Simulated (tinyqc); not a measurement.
Segment and feed resistance from two drops.

Inverse problem. A rail is fed at one end through Rq; K loads of Ij follow, each after a segment Rs. The drop at load j is K Ij Rq + Rs Ij sum_(l=1..j) (K - l + 1). Find Rs, Rq and the worst drop, at the middle, if the rail were fed through Rq at both ends: K Ij Rq/2 + Rs Ij K^2/8 with the load taken as continuous.

Values chosen for this exercise: number of equal loads K = 30; current of each load Ij = 1.8 mA.

drops at the first and at the last load (mV): 59.94  639.36000

Answer. The difference of the two drops is Rs Ij K (K - 1)/2, which gives Rs; the first drop then gives Rq.

Rs = 0.740 ohm
Rq = 0.370 ohm
drop at the middle with two feeds = 160 mV

Computed by the program tinyqc: `OMP_NUM_THREADS=1 python tinyqc.py 2770119 2770120 out.jsonl`, one thread of a shared Intel Xeon 2.30GHz, about 0.09 s for the whole run.
